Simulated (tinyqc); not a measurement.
Periodic multilayer mirror for extreme ultraviolet light: one step. The first periods. Three cases, with inputs chosen for the exercise.

Question. List R just above the absorber of period i (counted from the substrate) and the reflectance of a mirror that ends with that period, for i = 1 to 6.

s polarisation, vacuum above. q_j = sqrt(N_j^2 - sin^2 theta); interface r_jk = (q_j - q_k)/(q_j + q_k) exp(-2 (2 pi/lam)^2 q_j q_k sg^2) (Nevot-Croce; sg = 0 if not given); phase factor of a layer x_j = exp(4 pi i q_j d_j/lam). Each period has the spacer (thickness (1 - Gm) L) on top of the absorber (Gm L). In this recursion R is the amplitude; R in tables and results is the reflectance, its squared modulus. The substrate is of the spacer material. Starting with R = 0 in it, each interface upward gives R -> (r + R x)/(1 + r R x), x that of the layer below the interface (1 for the substrate).

Give: Recursion.

Case 1.

r: vacuum/spacer 0.0004304-0.0008967i, spacer/absorber 0.0384165-0.0023876i, absorber/spacer -0.0384165+0.0023876i

x: spacer -0.9672670-0.2270189i, absorber -0.9438059+0.2647111i

Answer.

Recursion:
```
i  R in the spacer  reflectance
1   0.0740-0.0147i       0.0056
2   0.1445-0.0318i       0.0215
3   0.2111-0.0507i       0.0464
4   0.2732-0.0707i       0.0784
5   0.3305-0.0914i       0.1158
6   0.3830-0.1121i       0.1569
```

From 3 to 6 periods the reflectance grows by 3.38; amplitudes adding in phase without loss would give 4.

Case 2.

r: vacuum/spacer 0.0005766-0.0008426i, spacer/absorber 0.0376213-0.0022900i, absorber/spacer -0.0376213+0.0022900i

x: spacer -0.9672565-0.2294765i, absorber -0.9483672+0.2528378i

Answer.

Recursion:
```
i  R in the spacer  reflectance
1   0.0726-0.0139i       0.0053
2   0.1424-0.0291i       0.0207
3   0.2086-0.0452i       0.0448
4   0.2709-0.0618i       0.0760
5   0.3290-0.0786i       0.1127
6   0.3826-0.0951i       0.1532
```

From 3 to 6 periods the reflectance grows by 3.42; amplitudes adding in phase without loss would give 4.

Case 3.

r: vacuum/spacer 0.0005659-0.0008839i, spacer/absorber 0.0368930-0.0023697i, absorber/spacer -0.0368930+0.0023697i

x: spacer -0.8935420-0.4336706i, absorber -0.8465162+0.4980025i

Answer.

Recursion:
```
i  R in the spacer  reflectance
1   0.0669-0.0227i       0.0049
2   0.1296-0.0495i       0.0189
3   0.1876-0.0795i       0.0408
4   0.2404-0.1119i       0.0691
5   0.2879-0.1457i       0.1024
6   0.3301-0.1801i       0.1391
```

From 3 to 6 periods the reflectance grows by 3.41; amplitudes adding in phase without loss would give 4.

Computed by tinyqc, one run a case: `OMP_NUM_THREADS=1 python tinyqc.py N N+1 out.jsonl` with N = 1680995, 1681103, 1681147; one thread of a shared Intel(R) Xeon(R) Processor @ 2.30GHz, about 0.01 s a run at most.
